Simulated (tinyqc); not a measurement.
# Undoped gate-all-around wire MOSFET, analytic charge model: several studies

An undoped round wire of radius R under an insulator shell and a surrounding gate; long channel, electrons only, n = ni exp((psi - V)/Vt) with V the quasi-Fermi potential (0 at the source, Vd at the drain), constant mobility, no quantisation. The radial Poisson equation gives n(r) = n(0)/(1 - (1 - b) r^2/R^2)^2 with b = Q0/(Q + Q0). Q is the electron charge per area of the wire surface.

Values chosen for this exercise; material values close to those of silicon:
- T = 325 K (temperature)
- Eg = 1.14 eV (band gap)
- eps_r = 11.9 (relative permittivity of the semiconductor)
- Nc = 3.18e19 cm^-3 (conduction-band density of states at T)
- Nv = 3e19 cm^-3 (valence-band density of states at T)
- eox = 24.2 (relative permittivity of the gate insulator)
- tox = 4.1 nm (insulator thickness)
- R = 8 nm (wire radius)
- dphi = -0.05 V (gate work function less that of the intrinsic body)
- mu = 110 cm^2/(V s) (channel mobility)
- L = 1 um (gate length)
- Vd = 0.5 V (drain voltage)

Constants: q = 1.602176634e-19 C, kB = 1.380649e-23 J/K, Vt = kB T/q, eps0 = 8.8541878128e-14 F/cm where lengths are in cm. Results are converted to the units shown.

Each table varies one quantity; the others keep the values above.

## Transfer curve and volume inversion

ni = sqrt(Nc Nv) exp(-Eg/(2 Vt)), Eg in volts; Cox = eps0 eox/(R ln(1 + tox/R)); Q0 = 4 eps0 eps_r Vt/R; V0 = dphi + Vt ln[8 eps0 eps_r Vt/(q ni R^2)]. Q solves Vg - V0 - V = Q/Cox + Vt ln(Q/Q0) + Vt ln(1 + Q/Q0). I = mu (2 pi R/L)[2 Vt (Qs - Qd) + (Qs^2 - Qd^2)/(2 Cox) + Vt Q0 ln((Qd + Q0)/(Qs + Q0))], with Qs at V = 0 and Qd at V = Vd. The drop is psi(surface) - psi(centre) at the source end; C = dQs/dVg, Cg = Cox, drop = 2 Vt ln(1 + Qs/Q0); gm = dI/dVg.

Results:
```
Vg (V)	Qs (nC/cm^2)	drop (mV)	C/Cg	I (uA)	gm/I (1/V)
0.15	0.003622	0.001375	1.998e-5	5.609e-7	35.71
0.24	0.08997	0.03415	4.957e-4	1.394e-5	35.69
0.41	28.05	9.750	0.1177	0.005047	30.73
0.5	172.5	43.37	0.3821	0.04845	19.69
0.59	460.7	79.34	0.5911	0.2009	12.68
0.67	798.6	104.1	0.7049	0.4773	9.252
0.76	1234	125.3	0.7824	0.9811	6.952
0.85	1705	141.7	0.8304	1.710	5.496
```

Estimate the missing row, Vg = 0.32 V.

Computed row:
```
Vg (V)	Qs (nC/cm^2)	drop (mV)	C/Cg	I (uA)	gm/I (1/V)
0.32	1.538	0.5809	0.008327	2.404e-4	35.37
```

With this row back in the table: The current rises from 5.61e-7 to 1.71 uA. In the first row gm/I is 35.7 1/V, within 0.01 % of 1/Vt: with no depletion charge the whole body follows the gate, and the swing is ideal. The drop between surface and centre goes from 0.0014 to 142 mV and passes Vt at Vg = 0.5 V among the rows; below that the density varies across the body by less than a factor of e (volume inversion). C reaches 0.83 of Cg in the last row. For Vg = 0.59 to 0.85 V the surface density at the source passes 0.3 Nc, where Boltzmann statistics fail.

## Output curve

Same model as above.

In this table Vg = 0.76 V.

Result of one run:
```
Vd (V)	Qd (nC/cm^2)	Qd/Qs	I (uA)
0.17	460.7	0.3734	0.7802
```

What becomes of these results when the drain voltage Vd is changed from 0.17 to 0.11 V, all else the same?

Result of the changed run:
```
Vd (V)	Qd (nC/cm^2)	Qd/Qs	I (uA)
0.11	708.9	0.5745	0.5872
```

The whole series:
```
Vd (V)	Qd (nC/cm^2)	Qd/Qs	I (uA)
0.06	938.6	0.7607	0.3598
0.11	708.9	0.5745	0.5872
0.17	460.7	0.3734	0.7802
0.23	254.7	0.2064	0.8975
0.28	126.8	0.1028	0.9492
0.34	36.51	0.02959	0.9743
0.39	8.436	0.006837	0.9798
0.45	1.082	8.771e-4	0.9810
0.5	0.1835	1.488e-4	0.9811
```

The current rises from 0.360 to 0.981 uA, while the charge at the drain end falls from 0.76 to 1.5e-4 of that at the source. The current first comes within 1 % of its last value at Vd = 0.34 V among the rows. Over the last rows Qd falls by a factor of e for each Vt of drain voltage: the drain end is in weak inversion. In every row the surface density at the source passes 0.3 Nc, where Boltzmann statistics fail.

## Effect of the gate work function less that of the intrinsic body

I = mu (2 pi R/L)[2 Vt (Qs - Qd) + (Qs^2 - Qd^2)/(2 Cox) + Vt Q0 ln((Qd + Q0)/(Qs + Q0))], with Qs at V = 0 and Qd at V = Vd.  I(low) is taken at Vg = 0.2 V, Qs and I(high) at Vg = 0.95 V.

Result of one run:
```
dphi (V)	V0 (V)	I(low) (nA)	Qs(high) (nC/cm^2)	I(high) (uA)
-0.15	0.34728	0.11827	2822.2	4.0920
```

What becomes of these results when the gate work function less that of the intrinsic body dphi is changed from -0.15 to -0.05 V, all else the same?

Result of the changed run:
```
dphi (V)	V0 (V)	I(low) (nA)	Qs(high) (nC/cm^2)	I(high) (uA)
-0.05	0.44728	0.0033432	2254.2	2.7888
```

The whole series:
```
dphi (V)	V0 (V)	I(low) (nA)	Qs(high) (nC/cm^2)	I(high) (uA)
-0.2	0.29728	0.68961	3111.4	4.7999
-0.15	0.34728	0.11827	2822.2	4.0920
-0.1	0.39728	0.019917	2536.3	3.4181
-0.05	0.44728	0.0033432	2254.2	2.7888
0	0.49728	5.6087e-4	1976.6	2.2161
0.05	0.54728	9.4084e-5	1704.6	1.7104
0.1	0.59728	1.5782e-5	1439.6	1.2765
```

As dphi goes from -0.2 to 0.1 V, I(low) falls from 0.690 to 1.58e-5 nA and I(high) falls from 4.80 to 1.28 uA. V0 rises from 0.297 to 0.597 V. In every row the surface density at the source at the higher gate voltage passes 0.3 Nc, where Boltzmann statistics fail.

Numbers from tinyqc (`OMP_NUM_THREADS=1 python tinyqc.py 2460084 2460085 out.jsonl`; about 0.02 s on one thread of a shared Intel Xeon 2.30GHz).
